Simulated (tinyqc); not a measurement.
Chemical shift by three methods: effective-mass impurity with a central-cell term, in a basis of Slater functions. Computed by tinyqc, a small Python program. Command: `OMP_NUM_THREADS=1 python tinyqc.py 3008138 3008139 out.jsonl centralcell walk`. One thread of a shared host (Intel(R) Xeon(R) Processor @ 2.30GHz), about 0.01 s of CPU time with the checks.

The envelope obeys H = -nabla^2 - (2/r) [Z + A exp(-kappa r)] in effective units, with kappa = a*/lambda; positive A deepens the well near the core.

Inputs (values chosen for the exercise, for a model semiconductor):
```
quantity,value,unit
effective mass m,0.685,m_0
dielectric constant eps,10.5,-
charge Z of the core,1,-
central-cell strength A,1.1,-
central-cell range lambda,1.5,angstrom
```

Impurity: acceptor, one isotropic band.

Constants: Ry = 13.605693123 eV; a_0 = 0.529177210903 angstrom.

Method:
- Units: Ry* = Ry m/eps^2 and a* = a_0 eps/m, with m in m_0.
- kappa = a*/lambda; the hydrogenic ground state is bound by Z^2 Ry*.
- For s functions exp(-zeta r), with s = zeta_i + zeta_j: S = 2/s^3, T = zeta_i zeta_j S, V = -2 Z/s^2, W = -2 A/(s + kappa)^2; each function is normalised by dividing by sqrt(S_ii S_jj).
- Large basis: zeta_i = 0.06 x 1.6^(i-1), i = 1..22, same formulas; for p functions r exp(-zeta r): S = 24/s^5, T = zeta_i zeta_j S (centrifugal term included), V = -12 Z/s^4, W = -12 A/(s + kappa)^4; overlap eigenvalues below 1e-11 are dropped.
- First order: shift = 8 A Z^3/(2 Z + kappa)^2 Ry*. One exponent: minimise zeta^2 - 2 Z zeta - 8 A zeta^3/(2 zeta + kappa)^2 by golden section on 0.2 to 6 Z. All shifts are the binding beyond Z^2 Ry*.

kappa = 5.40765 1/a*

Ry* = 84.5342 meV

hydrogenic binding energy = 84.5342 meV

Shift of the 1s binding energy (meV):
```
A,first order,one exponent,large basis
-1.100,-13.557,-10.940,-10.290
-0.550,-6.778,-6.050,-5.858
0.110,1.356,1.389,1.399
0.275,3.389,3.609,3.671
0.550,6.778,7.721,7.992
1.100,13.557,17.964,19.254
1.380,17.008,24.582,26.791
```

What follows from these numbers?

The three columns are ordered, first order <= one exponent <= large basis, since each is a variational bound with more freedom. At the largest attractive A first order gives 63 % and one exponent 92 % of the shift; at the most repulsive A the true shift is -10.290 meV against -13.557. Attraction pulls the envelope in and feeds itself, repulsion pushes it out and saturates.

Extremes, crossings and ranges named in words are read from the listed rows.
